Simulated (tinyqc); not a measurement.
# MOS capacitor on a p-type substrate, surface potential from the exact charge relation: what changes with what

Uniform p-type substrate, Boltzmann statistics, full ionisation, classical densities. psi is the surface potential against the body (positive when the bands bend down) and u = psi/Vt. Traps are spread evenly over the gap and neutral at flat band, so their charge is -q Dit psi; the minority quasi-Fermi level is shifted by Vb.

Inputs (values chosen for the exercise); band and dielectric values close to those of silicon: temperature T = 300 K; band gap Eg = 1.14 eV; relative permittivity eps_r = 11.8; conduction-band density of states at T Nc = 2.78e19 cm^-3; valence-band density of states at T Nv = 2.7e19 cm^-3; electron affinity chi = 4.1 eV; acceptor density of the substrate N = 1.2e17 cm^-3; relative permittivity of the gate insulator (close to silicon nitride) eox = 7.44; insulator thickness tox = 32 nm; gate work function phiM = 5 eV; fixed charge at the interface, in units of q Nf = 0 cm^-2; density of interface traps Dit = 0 cm^-2 eV^-1; reverse bias of the inversion layer against the body Vb = 0 V.

Constants: q = 1.602176634e-19 C, kB = 1.380649e-23 J/K, Vt = kB T/q, eps0 = 8.8541878128e-14 F/cm where lengths are in cm. Results are converted to the units shown.

Each table varies one quantity; the others keep the values above.

## Capacitance-voltage curves

ni = sqrt(Nc Nv) exp(-Eg/(2 Vt)), Eg in volts; phiF = Vt ln(N/ni); Cox = eps0 eox/tox; Vfb = phiM - chi - (Eg - Vt ln(Nv/N)) - q Nf/Cox; Q0 = sqrt(2 eps0 eps_r q N Vt); r = (ni/N)^2 exp(-Vb/Vt); VT = Vfb + [(2 phiF + Vb)(1 + q Dit/Cox) + sqrt(2 eps0 eps_r q N (2 phiF + Vb))/Cox]. u = psi/Vt; F^2 = exp(-u) + u - 1 + r (exp(u) - u - 1); Qs = -sign(u) Q0 F; Cs = -dQs/dpsi = (Q0/Vt) |1 - exp(-u) + r (exp(u) - 1)|/(2 F). psi solves Vg = Vfb + psi + (q Dit psi - Qs)/Cox. Low frequency: 1/C_LF = 1/Cox + 1/(Cs + q Dit). High frequency, in the simple estimate in which traps and minority carriers do not follow: 1/C_HF = 1/Cox + 1/Cd, Cd being Cs with r = 0 at the same psi. Deep depletion: r = 0 and Dit = 0 both in the equation for psi and in Cs. Minority sheet density N_inv = (Q0/(2 q)) int_0^u r (exp(t) - 1)/F(t) dt for u > 0. N_inv under 1 cm^-2 is printed as 0. Regimes: accumulation when majority carriers gather, then depletion up to |psi| = phiF + Vb, weak inversion up to 2 phiF + Vb, strong inversion beyond.

Capacitance-voltage curves:
```
Vg (V)    psi (V)  C_LF/Cox  C_HF/Cox  C_deep/Cox  N_inv (cm^-2)            regime
-0.84   -0.079760   0.93744   0.93744     0.93744              0      accumulation
-0.41   -0.044530   0.89142   0.89142     0.89142              0      accumulation
0.02     0.025655   0.75974   0.75974     0.75974              0         depletion
0.45      0.17452   0.55771   0.55771     0.55771              0         depletion
0.88      0.39135   0.44606   0.44606     0.44606         384.22         depletion
1.31      0.64429   0.38241   0.38235     0.38235       5.1543e6    weak inversion
1.74      0.89044   0.68451   0.34364     0.33992      5.7689e10  strong inversion
2.18      0.95195   0.92985   0.33594     0.30844      5.0911e11  strong inversion
2.61      0.97443   0.95971   0.33327     0.28484      1.0236e12  strong inversion
3.04      0.98901   0.97111   0.33157     0.26594      1.5528e12  strong inversion
```

C_LF/Cox is lowest, 0.382, at Vg = 1.31 V (weak inversion) among the rows listed and is 0.971 in the last row, where C_HF/Cox is 0.332 and the deep-depletion value 0.266. Vfb = -0.100 V, where C_HF/Cox = 0.811 (Cox in series with eps0 eps_r/LD), and VT = 1.66 V. Over the last two rows psi moves by only 0.034 V a volt of gate bias, since the inversion charge screens the body. In strong accumulation and inversion degeneracy and confinement, left out here, lower the capacitance.

## Effect of the acceptor density of the substrate on threshold and swing

ni = sqrt(Nc Nv) exp(-Eg/(2 Vt)), Eg in volts; phiF = Vt ln(N/ni); Cox = eps0 eox/tox; Vfb = phiM - chi - (Eg - Vt ln(Nv/N)) - q Nf/Cox; VT = Vfb + [(2 phiF + Vb)(1 + q Dit/Cox) + sqrt(2 eps0 eps_r q N (2 phiF + Vb))/Cox]. gamma = sqrt(2 eps0 eps_r q N)/Cox; Wm = sqrt(2 eps0 eps_r (2 phiF + Vb)/(q N)); m = 1 + (eps0 eps_r/Wm + q Dit)/Cox; swing m Vt ln 10; Cmin/Cox = 1/(1 + Cox Wm/(eps0 eps_r)).

Effect of the acceptor density of the substrate on threshold and swing:
```
N (cm^-3)    Vfb (V)  2 phiF (V)  gamma (V^0.5)  VT (V)  Wm (nm)      m  swing (mV/decade)  Cmin/Cox
1e15         0.02378      0.6117        0.08888  0.7050    893.2  1.057              62.91   0.05377
3.4e15     -0.007854      0.6750         0.1639  0.8017    508.8  1.100              65.46   0.09070
1.1e16      -0.03821      0.7357         0.2948  0.9503    295.3  1.172              69.76    0.1466
3.8e16      -0.07026      0.7998         0.5479   1.219    165.7  1.306              77.76    0.2345
1.3e17       -0.1021      0.8633          1.013   1.703    93.07  1.545              91.99    0.3529
4.4e17       -0.1336      0.9264          1.864   2.587    52.40  1.969              117.2    0.4920
1.5e18       -0.1653      0.9898          3.442   4.249    29.34  2.730              162.5    0.6337
5e18         -0.1964       1.052          6.285   7.302    16.57  4.064              241.9    0.7539
```

As N goes from 1e15 to 5e18, VT rises from 0.705 to 7.30 V, the swing rises from 62.9 to 242 mV/decade and Cmin/Cox rises from 0.0538 to 0.754. Of the change of VT by 6.60 V, -0.220 V comes from Vfb and 6.82 V from the band bending and the charge it takes. gamma goes as N^(0.50) and Wm as N^(-0.47); phiF, which grows slowly with N, keeps the latter from -1/2.

## Effect of the fixed charge at the interface on threshold and swing

Same model as above.

The same in every row: 2 phiF (V) = 0.8592; gamma (V^0.5) = 0.9737; Wm (nm) = 96.64; m = 1.525; swing (mV/decade) = 90.79; Cmin/Cox = 0.3443.

Effect of the fixed charge at the interface on threshold and swing:
```
Nf (cm^-2)   Vfb (V)  VT (V)
-4e11         0.2113   1.973
-2e11        0.05567   1.817
0           -0.09998   1.662
2e11         -0.2556   1.506
4e11         -0.4113   1.350
6e11         -0.5670   1.195
8e11         -0.7226   1.039
```

Read the table: what changes, and by how much?

As Nf goes from -4e11 to 8e11, VT falls from 1.97 to 1.04 V, the swing stays at 90.8 mV/decade and Cmin/Cox stays at 0.344. The whole change of VT is that of Vfb: the curve shifts rigidly.

Program tinyqc, `OMP_NUM_THREADS=1 python tinyqc.py 2060027 2060028 out.jsonl`; Intel Xeon 2.30GHz, shared host, one thread, about 0.01 s.
